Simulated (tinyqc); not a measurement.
Worked calculation: lattice vibrations of a chain. One step of it, computed by the program tinyqc.

Task: Frequencies. omega^2 are the eigenvalues; wavenumber = 521.4708 sqrt(eigenvalue) 1/cm.

D(q) (eV/(angstrom^2 u)), lower triangle (Hermitian):
```
                    1          2          3         4
1            0.353276
2           -0.357564   0.807631
3            0.000000  -0.389288   0.538462
4  0.122905-0.023445i   0.000000  -0.110507  0.326633
```

Give: eigenvalues; wavenumbers; weights |e|^2 of the mass-weighted modes.

Result:

eigenvalues: 0.0517  0.2201  0.5619  1.1922

wavenumbers (1/cm): 118.6  244.7  390.9  569.4

weights |e|^2 of the mass-weighted modes:
```
        mode 1  mode 2  mode 3  mode 4
atom 1  0.5128  0.0607  0.3095  0.1170
atom 2  0.2964  0.0374  0.0160  0.6501
atom 3  0.1600  0.2589  0.3485  0.2327
atom 4  0.0308  0.6430  0.3260  0.0003
```
